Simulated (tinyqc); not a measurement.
# Worked calculation: resistance of a source-drain extension with a graded tip

tinyqc, about 0.03 s, one thread, Intel Xeon 2.30GHz (shared host): `OMP_NUM_THREADS=1 python tinyqc.py 2282217 2282218 out.jsonl` Printed values are rounded.

y runs along the channel, the gate covers y > 0. The doping is N0 for y < y0 and N0 10^(-(y - y0)/la) beyond, uniform over the depth xj. Sheet conductance s(y) = q mu(N) max(N - Nch, 0) xj + (for y > 0) ma Cox Vo, with mu(N) = u0 + (u1 - u0)/(1 + (N/Nr)^au) and Cox = eps0 eox/tox. Current is taken as one-dimensional; depletion of the tip, spreading and the contact are left out. The metallurgical junction lies at yj, where N = Nch.

Values chosen for this exercise; mobility law close to that of holes in silicon: relative permittivity of the gate insulator (close to silicon nitride) eox = 7.4; insulator thickness tox = 2.1 nm; active doping of the extension far from the gate N0 = 7.5e19 cm^-3; lateral abruptness la = 4.7 nm/decade; position under the gate where the fall begins (gate edge at 0) y0 = 4.7 nm; depth of the extension xj = 22 nm; channel doping Nch = 5.5e17 cm^-3; gate overdrive Vo = 0.9 V; mobility of the gate-induced layer ma = 48 cm^2/(V s); mobility at low doping u1 = 470.5 cm^2/(V s); mobility at high doping u0 = 44.9 cm^2/(V s); reference doping Nr = 2.23e17 cm^-3; exponent au = 0.719; gate length Lg = 60 nm.

Constants: q = 1.602176634e-19 C, eps0 = 8.8541878128e-14 F/cm where lengths are in cm. Results are converted to the units shown.

## Sheet resistances and junction position

yj = y0 + la log10(N0/Nch); sheet resistance of the full extension 1/[q mu(N0)(N0 - Nch) xj] and of the gate-induced layer 1/(ma Cox Vo); metallurgical length Lg - 2 yj; ye is where the doped and the gate-induced conductances are equal.

yj = 14.7331 nm
sheet resistance of the extension = 742.926 ohm/square
sheet resistance of the induced layer = 7419.17 ohm/square
metallurgical length = 30.5338 nm
ye = 10.2294 nm
N at ye = 4.99555e18 cm^-3

The gate takes over 4.50 nm before the junction, where N is still 9.08 times the channel doping.

## Resistance of the overlapped part

Midpoint rule on 11 equal steps from 0 to yj: R_ov = sum h/s(y), per width.

```
point    y (nm)   N (cm^-3)  doped conductance (uS)  sheet resistance (ohm/square)
0      0.669686      7.5e19                 1346.03                        675.304
1       2.00906      7.5e19                 1346.03                        675.304
2       3.34843      7.5e19                 1346.03                        675.304
3       4.68780      7.5e19                 1346.03                        675.304
4       6.02717  3.91457e19                 748.397                        1132.27
5       7.36654  2.03101e19                 424.028                        1789.50
6       8.70591  1.05375e19                 246.239                        2624.50
7       10.0453  5.46722e18                 145.018                        3573.92
8       11.3847  2.83657e18                 83.6660                        4577.66
9       12.7240  1.47171e18                 42.9005                        5627.89
10      14.0634  7.63570e17                 12.7401                        6778.46
```

R_ov = 38.581 ohm um

The exact integral is 38.694 ohm um; the coarse sum is 0.29 % below it.
